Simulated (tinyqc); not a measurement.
Inside a calculation. Method: Hueckel theory of the pi electrons, for the molecule C1=CC=CC=CC=C1 (SMILES; centres numbered as the heavy atoms are written). One step of it, computed by the program tinyqc.

Problem. Energy, charges, bond orders. E = sum n x; q_r = z_r - P_rr; bond order p = P_rs; free valence = sqrt(3) - sum of p over the bonds of the atom.

x values: [2.000000, 1.414214, 1.414214, 0.000000, 0.000000, -1.414214, -1.414214, -2.000000]

occupations: [2.000000, 2.000000, 2.000000, 1.000000, 1.000000, 0.000000, 0.000000, 0.000000]

charge and bond-order matrix P, order 1C, 2C, 3C, 4C, 5C, 6C, 7C, 8C:
$$\begin{pmatrix}
1.000000 & 0.603553 & 0.000000 & -0.103553 & 0.000000 & -0.103553 & 0.000000 & 0.603553 \\
0.603553 & 1.000000 & 0.603553 & 0.000000 & -0.103553 & 0.000000 & -0.103553 & 0.000000 \\
0.000000 & 0.603553 & 1.000000 & 0.603553 & 0.000000 & -0.103553 & 0.000000 & -0.103553 \\
-0.103553 & 0.000000 & 0.603553 & 1.000000 & 0.603553 & 0.000000 & -0.103553 & 0.000000 \\
0.000000 & -0.103553 & 0.000000 & 0.603553 & 1.000000 & 0.603553 & 0.000000 & -0.103553 \\
-0.103553 & 0.000000 & -0.103553 & 0.000000 & 0.603553 & 1.000000 & 0.603553 & 0.000000 \\
0.000000 & -0.103553 & 0.000000 & -0.103553 & 0.000000 & 0.603553 & 1.000000 & 0.603553 \\
0.603553 & 0.000000 & -0.103553 & 0.000000 & -0.103553 & 0.000000 & 0.603553 & 1.000000
\end{pmatrix}$$

Centres:
```
centre  z_r, pi electrons of the neutral centre         h
1C                                            1  0.000000
2C                                            1  0.000000
3C                                            1  0.000000
4C                                            1  0.000000
5C                                            1  0.000000
6C                                            1  0.000000
7C                                            1  0.000000
8C                                            1  0.000000
```

Bonds:
```
i  j  k
1  2  1
2  3  1
3  4  1
4  5  1
5  6  1
6  7  1
7  8  1
8  1  1
```

Give: pi energy = 8 alpha + this times beta; pi charges; Bond orders and lengths from R = 1.517 - 0.180 p; free valence of the carbons; gap between the highest filled and the next level.

Solution.

pi energy = 8 alpha + this times beta = 9.6569

pi charges: 1C 0.0000, 2C 0.0000, 3C 0.0000, 4C 0.0000, 5C 0.0000, 6C 0.0000, 7C 0.0000, 8C 0.0000

Bond orders and lengths from R = 1.517 - 0.180 p (angstrom, C-C alone):
```
bond       p       R
1-2   0.6036  1.4084
2-3   0.6036  1.4084
3-4   0.6036  1.4084
4-5   0.6036  1.4084
5-6   0.6036  1.4084
6-7   0.6036  1.4084
7-8   0.6036  1.4084
8-1   0.6036  1.4084
```

free valence of the carbons: 1C 0.5249, 2C 0.5249, 3C 0.5249, 4C 0.5249, 5C 0.5249, 6C 0.5249, 7C 0.5249, 8C 0.5249

gap between the highest filled and the next level = 1.4142 |beta|
